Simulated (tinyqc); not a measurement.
Transverse acoustic branch against its sound line: Keating valence-force model of a tetrahedral crystal. Computed by tinyqc, a small Python program. Command: `OMP_NUM_THREADS=1 python tinyqc.py 3009264 3009265 out.jsonl keating walk`. One thread of a shared host (Intel(R) Xeon(R) Processor @ 2.30GHz), about 0.01 s of CPU time with the checks.

Atom A sits at 0 and atom B at a/4 (1,1,1) of an fcc lattice; the four bonds from A are t = a/4 (1,1,1), a/4 (1,-1,-1), a/4 (-1,1,-1), a/4 (-1,-1,1), of length d = sqrt(3) a/4. Energy: E = (3 alpha/(8 d^2)) sum over bonds (r.r - d^2)^2 + (3 beta/(8 d^2)) sum over pairs of bonds at one atom (r_i.r_j + d^2/3)^2, with beta_A for the six pairs at A and beta_B for the six at B. The cell holds two atoms, Omega = a^3/4. 1 N/m = 1 J/m^2.

Inputs (values chosen for the exercise, for a model crystal):

| quantity | value | unit |
|---|---|---|
| lattice constant a | 5.571 | angstrom |
| mass M_A | 86.5 | u |
| mass M_B | 18.7 | u |
| bond stretching alpha | 29.3 | N/m |
| bond bending beta_A | 6.71 | N/m |
| bond bending beta_B | 5.16 | N/m |

Structure: zinc blende.

Constants: nu for 1 eV/(angstrom^2 u) = 15.6333042 THz; 1 eV/angstrom^2 = 16.02176634 J/m^2; u = 1.6605390666e-27 kg.

Method:
- beta = (beta_A + beta_B)/2; C11 = (alpha + 3 beta)/a, C12 = (alpha - beta)/a, C44 = 4 alpha beta/(a (alpha + beta)); with the two sublattices clamped C44(0) = (alpha + beta)/a; internal-strain parameter zeta = (alpha - beta)/(alpha + beta); B = (C11 + 2 C12)/3.
- With displacements u exp(i q.r), each bracket changes by g.u, where g = (g_A, g_B): bond t, g = (-2 t, 2 t exp(i q.t)); pair (i, j) at A, g = (-(t_i + t_j), t_i exp(i q.t_j) + t_j exp(i q.t_i)); pair at B, g = (-t_i exp(-i q.t_j) - t_j exp(-i q.t_i), t_i + t_j). Then D_mn = sum over the 4 bonds and 12 pairs of (4 k/a^2) conj(g_m) g_n / sqrt(M_m M_n), with k = alpha or beta converted to eV/angstrom^2. Only the short-range forces enter; the Coulomb field of the charges is left out.
- An eigenvalue lambda of D in eV/(angstrom^2 u) gives nu = 15.6333042 THz x sqrt(lambda).
- The sound line is nu = v q/(2 pi) with v = sqrt(C44/rho), rho = (M_A + M_B)/Omega; the clamped line uses C44(0).

C44 = 35.4357 GPa

clamped C44(0) = 63.2472 GPa

Frequencies (THz) along G-X:

| q (2 pi/a) | lowest branch | sound line, relaxed C44 | sound line, clamped C44(0) | third-lowest frequency | highest frequency |
|---|---|---|---|---|---|
| 0.05 | 0.2656 | 0.2658 | 0.3551 | 0.4101 | 11.824 |
| 0.15 | 0.7917 | 0.7973 | 1.0652 | 1.2213 | 11.821 |
| 0.30 | 1.5496 | 1.5946 | 2.1303 | 2.3816 | 11.807 |
| 0.45 | 2.2381 | 2.3919 | 3.1955 | 3.4210 | 11.785 |
| 0.60 | 2.8188 | 3.1892 | 4.2607 | 4.2825 | 11.756 |
| 0.75 | 3.2516 | 3.9864 | 5.3258 | 4.9133 | 11.725 |
| 0.90 | 3.4988 | 4.7837 | 6.3910 | 5.2689 | 11.704 |
| 1.00 | 3.5472 | 5.3153 | 7.1011 | 5.3380 | 11.699 |

What follows from these numbers?

At small q the branch follows the relaxed line (0.999 of it, against 0.748 of the clamped one): in a long shear wave the sublattices shift against each other. At X it reaches 67 % of the relaxed line. Real tetrahedral semiconductors have flatter TA branches than a Keating model fitted to their elastic constants, which needs longer-ranged terms to mend.

Extremes, crossings and ranges named in words are read from the listed rows.
